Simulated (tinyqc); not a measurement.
Straight dislocations in isotropic elasticity: fields, energies, partials, Peierls stress and walls: one step, computed by the program tinyqc. Command: `OMP_NUM_THREADS=1 python tinyqc.py 3000407 3000408 out.jsonl disloc walk`. One thread of a shared host (Intel(R) Xeon(R) Processor @ 2.30GHz), about 0.01 s of CPU time with the checks.

The line runs along z, the glide plane is y = 0, and beta is the angle between b and the line (0 screw, 90 degrees edge): b_e = b sin(beta) along +x with the extra half plane at y > 0, b_s = b cos(beta). Stress is positive in tension.

Problem. Peierls-Nabarro core of the undissociated dislocation. Energy factor K = G [cos^2(beta) + sin^2(beta)/(1 - nu)]. Misfit energy gamma(u) = (gamma_us/2)(1 - cos(2 pi u/b)), so the largest restoring stress is tau_max = pi gamma_us/b; u(x) = b/2 + (b/pi) arctan(x/zeta), zeta = K b/(4 pi tau_max). Summing the misfit energy over atomic rows a' apart gives, for a wide core, W_P = (K b^2/pi) exp(-2 pi zeta/a') and sigma_P = (K b/a') exp(-2 pi zeta/a'); a' = b/2 for edge and 30-degree lines, b sqrt(3)/2 for screw and 60-degree lines.

Inputs (values chosen for the exercise, modelled on copper): Burgers vector b = 2.556 angstrom; unstable fault energy gamma_us = 286 mJ/m^2.

Character: 60-degree.

energy factor K = 65.34543 GPa

Constants: 1 eV/angstrom^3 = 160.2176634 GPa.

Give: tau_max; half width zeta; row spacing a'; Peierls barrier W_P; Peierls stress sigma_P.

Solution.

tau_max = 3.515 GPa

half width zeta = 3.781 angstrom

row spacing a' = 2.214 angstrom

Peierls barrier W_P = 0.1851 meV/nm

Peierls stress sigma_P = 1.647 MPa
